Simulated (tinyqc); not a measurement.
Bandgap voltage reference from two bipolar transistors: two steps of the calculation.

Two transistors of area 1 and N carry the same current I. Is(T) = Is (T/T0)^eta exp[(Vg0 q/kB)(1/T0 - 1/T)], VBE1 = Vt ln(I/Is(T)) + I rb, VBE2 = Vt ln(I/(N Is(T))) + I rb/N. The amplifier forces I R1(T) = VBE1 - VBE2 + Vos, with R(T) = R (1 + tc (T - T0)) for both resistors, and the output is Vref = VBE1 + I R2(T). Base currents and the Early effect are neglected.

Parameters, values chosen for the exercise; values of the order met in silicon bipolar transistors: reference temperature T0 = 298 K; band-gap voltage extrapolated to 0 K Vg0 = 1.202 V; temperature exponent of the saturation current eta = 4.2; saturation current of the unit transistor at T0 Is = 1.4e-16 A; area ratio of the second transistor N = 8; resistor across which the difference of VBE falls, at T0 R1 = 15 kohm; temperature coefficient of both resistors tc = 1200 ppm/K; offset of the amplifier Vos = 0 mV; series resistance of the unit transistor rb = 13 ohm; output resistor at T0 R2 = 201.8 kohm; temperature T = 273 K.

Constants: q = 1.602176634e-19 C, kB = 1.380649e-23 J/K. Results are converted to the units shown.

Question 1. Operating point at another temperature. Vt = kB T/q; I = (Vt ln N + Vos)/(R1(T) - rb (1 - 1/N)).

Find: Vt; I; Is(T); VBE1; I R2; Vref.

Answer 1.

Vt = 0.02353 V
I = 3.365 uA
Is(T) = 1.333e-18 A
VBE1 = 0.6719 V
I R2 = 0.6586 V
Vref = 1.331 V

From T0 to T, VBE1 changes by 56.5 mV and I R2 by -60.3 mV, which leaves -3.77 mV in Vref.

Question 2. Resistor for zero slope at T0, ideal case. With tc = 0, Vos = 0 and rb = 0 the current is proportional to T, dVBE/dT = (VBE - Vg0 - (eta - 1) Vt)/T, and Vref has zero slope at T0 when Vref = Vg0 + (eta - 1) Vt0. Find VBE1, its slope, that Vref, R2/R1 and the curvature d2Vref/dT2 = -(eta - 1) kB/(q T0).

Give: VBE1; dVBE/dT; Vref; R2/R1; curvature.

Answer 2.

VBE1 = 0.61526 V
dVBE/dT = -2.2447 mV/K
Vref = 1.2842 V
R2/R1 = 12.527
curvature = -0.92535 uV/K^2

Program tinyqc, `OMP_NUM_THREADS=1 python tinyqc.py 2062094 2062095 out.jsonl`; Intel Xeon 2.30GHz, shared host, one thread, about 0.03 s.
